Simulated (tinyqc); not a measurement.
Minority-electron transport through the base of a bipolar transistor (Moll-Ross and Kroemer integrals). Inputs raised by 10 %, one at a time. Computed by tinyqc, a small Python program. Command: `OMP_NUM_THREADS=1 python tinyqc.py 3001959 3001960 out.jsonl base sens`. One thread of a shared host (Intel(R) Xeon(R) Processor @ 2.30GHz), about 0.01 s of CPU time with the checks.

Low injection, one dimension, x from the emitter edge (0) to the collector edge (W), s = x/W. Recombination is treated as a small correction (valid for tau_B well below tau_n), computed from the stored charge.

Inputs (values chosen for the exercise, modelled on InP):

| quantity | value | unit |
|---|---|---|
| intrinsic density n_i at the emitter edge | 1.3e+07 | 1/cm^3 |
| base doping at the emitter edge N_0 | 2e+19 | 1/cm^3 |
| base width W | 24 | nm |
| mu_min | 680 | cm^2/(V s) |
| mu_max | 4390 | cm^2/(V s) |
| N_ref | 1.1e+17 | 1/cm^3 |
| saturation velocity v_s | 1 | 1e7 cm/s |
| electron lifetime tau_n | 3.6 | ns |
| emitter Gummel number G_E | 8.5e+13 | s/cm^4 |
| base-emitter voltage V_BE | 0.89 | V |
| temperature T | 300 | K |
| gap narrowing across the base dE_g | 190 | meV |

Base doping profile: uniform. Gap grading: linear. Exit of the base: infinite sink.

Constants: k_B = 8.617333262e-05 eV/K; e = 1.602176634e-19 C.

Method:
- N(x) = N_0; n_i(x)^2 = n_i^2 exp(s dE_g/k_B T); D(x) = (k_B T/e) mu, mu = mu_min + (mu_max - mu_min)/(1 + (N/N_ref)^0.7).
- With y(x) = N n_i^2/(D n_i(x)^2): base Gummel number G_B = int_0^W y dx; J_C = e n_i^2 exp(e V_BE/k_B T)/G_B; n(x) = (J_C/e)(n_i(x)^2/(N n_i^2)) [int_x^W y dx]; transit time tau_B = (e/J_C) int n dx; trapezoid rule on 401 even points.
- Emitter-limited gain beta_E = G_E/G_B; recombination-limited gain beta_R = tau_n/tau_B; 1/beta = 1/beta_E + 1/beta_R; f_T from the base alone = 1/(2 pi tau_B).

Runs:

| input moved | from | to | base transit time tau_B (ps) | current gain beta | collector current density J_C (A/cm^2) | base Gummel number G_B (s/cm^4) |
|---|---|---|---|---|---|---|
| base run | - | - | 0.033812 | 260.18 | 0.0743 | 3.2590e+11 |
| base doping at the emitter edge N_0 (1/cm^3) | 2e+19 | 2.2e+19 | 0.034074 | 234.76 | 0.0670 | 3.6127e+11 |
| base width W (nm) | 24 | 26.4 | 0.040912 | 236.47 | 0.0675 | 3.5849e+11 |
| gap narrowing across the base dE_g (meV) | 190 | 209 | 0.031176 | 286.09 | 0.0817 | 2.9637e+11 |
| mu_min (cm^2/(V s)) | 680 | 748 | 0.031147 | 282.44 | 0.0806 | 3.0022e+11 |
| mu_max (cm^2/(V s)) | 4390 | 4829 | 0.033329 | 263.94 | 0.0754 | 3.2125e+11 |
| electron lifetime tau_n (ns) | 3.6 | 3.96 | 0.033812 | 260.24 | 0.0743 | 3.2590e+11 |
| base-emitter voltage V_BE (V) | 0.89 | 0.979 | 0.033812 | 260.18 | 2.3227 | 3.2590e+11 |

Exponents ln(y'/y) / ln(x'/x):

| input | base transit time tau_B | current gain beta | collector current density J_C | base Gummel number G_B |
|---|---|---|---|---|
| base doping at the emitter edge N_0 | 0.081 | -1.079 | -1.081 | 1.081 |
| base width W | 2.000 | -1.003 | -1.000 | 1.000 |
| gap narrowing across the base dE_g | -0.851 | 0.996 | 0.996 | -0.996 |
| mu_min | -0.861 | 0.861 | 0.861 | -0.861 |
| mu_max | -0.151 | 0.151 | 0.151 | -0.151 |
| electron lifetime tau_n | 0.000 | 0.002 | 0.000 | 0.000 |
| base-emitter voltage V_BE | 0.000 | 0.000 | 36.121 | 0.000 |

To which inputs is each result most sensitive?

Among the inputs moved here: base transit time tau_B answers most in size to base width W (exponent +2.000), next to mu_min (-0.861); its exponent is below 0.0005 for electron lifetime tau_n, base-emitter voltage V_BE. Its exponent +2.000 in base width W: diffusion, or drift in a field proportional to 1/W. current gain beta answers most in size to base doping at the emitter edge N_0 (exponent -1.079), next to base width W (-1.003); its exponent is below 0.0005 for base-emitter voltage V_BE. Its exponent -1.003 in base width W: emitter-limited gain, or recombination with a transit time limited by the exit velocity. Collector current density J_C answers most in size to base-emitter voltage V_BE (exponent +36.121), next to base doping at the emitter edge N_0 (-1.081); its exponent is below 0.0005 for electron lifetime tau_n. Base Gummel number G_B answers most in size to base doping at the emitter edge N_0 (exponent +1.081), next to base width W (+1.000); its exponent is below 0.0005 for electron lifetime tau_n, base-emitter voltage V_BE. Its exponent +1.000 in base width W: G_B counts dopants per area.

Caution (all rows): the mean velocity exceeds v_s, so drift-diffusion with a low-field mobility overstates the speed. Caution (all rows): the base is only a few mean free paths wide, so transport is partly ballistic.

Extremes, crossings and ranges named in words are read from the listed rows.
